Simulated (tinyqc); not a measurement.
# Changing the energy of phase 2 above phase 1, Delta E0

Model: pressure-driven transition between two phases with analytic equations of state. Computed by tinyqc, a small Python program. Command: `OMP_NUM_THREADS=1 python tinyqc.py 3000521 3000522 out.jsonl transition sweep`. One thread of a shared host (Intel(R) Xeon(R) Processor @ 2.30GHz), about 0.01 s of CPU time with the checks.

Each phase obeys E = E0 + (B0 V/B') [(V0/V)^B'/(B' - 1) + 1] - B0 V0/(B' - 1), P = (B0/B') [(V0/V)^B' - 1]; E0 = 0 for phase 1 and Delta E0 for phase 2. H = E + P V.

Inputs (values chosen for the exercise, for two model phases): volume V0 of phase 1 = 19.8 angstrom^3/atom; B0 of phase 1 = 26.2 GPa; B' of phase 1 = 4.94; volume V0 of phase 2 = 17.4 angstrom^3/atom; B0 of phase 2 = 27.2 GPa; B' of phase 2 = 4.81.

Equation of state: Murnaghan.

Constants: 1 eV/angstrom^3 = 160.2176634 GPa.

Method. If neither phase were compressed, P = Delta E0/(V0 of phase 1 - V0 of phase 2). Start from P = Delta E0/(V0 of phase 1 - V0 of phase 2); at each P solve P(V) = P for both phases and step P(new) = P - (H_2 - H_1)/(V_2 - V_1); stop when |H_2 - H_1| < 1e-10 eV. At the zero-temperature transition the volume change is V_2/V_1 - 1 and the work is P (V_1 - V_2).

One run for each value; columns: (1) energy of phase 2 above phase 1, Delta E0 (eV/atom); (2) transition pressure (GPa); (3) rigid estimate (GPa); (4) volume change (%); (5) work P (V_1 - V_2) (eV/atom):
```
(1)        (2)     (3)      (4)       (5)
0.0018  0.1205  0.1202  -12.107  0.001795
0.0026  0.1743  0.1736  -12.101  0.002589
0.0039  0.2620  0.2604  -12.091  0.003876
0.0058  0.3907  0.3872  -12.077  0.005749
0.0086  0.5819  0.5741  -12.059  0.008490
0.0130  0.8853  0.8678  -12.032  0.012759
0.0190  1.3050  1.2684  -12.001  0.018512
0.0280  1.9465  1.8692  -11.964  0.027015
0.0420  2.9710  2.8038  -11.923  0.040006
```

What does the table show, and why?

Over the rows, transition pressure (GPa) rises from 0.121 to 2.97 (exponent d ln y / d ln x about 1.0 throughout); rigid estimate (GPa) rises from 0.120 to 2.80 (exponent d ln y / d ln x about 1.0 throughout); volume change (%) rises from -12.11 to -11.92 (exponent d ln y / d ln x -0.0014 between the first rows and -0.0085 between the last). The exponent of transition pressure stays between 1.00 and 1.04, near 1: the rigid estimate Delta E0/Delta V. P_t/(rigid estimate) goes from 1.003 to 1.060: the higher the pressure, the more the two volumes have changed from their values at P = 0.

Extremes, crossings and ranges named in words are read from the listed rows.
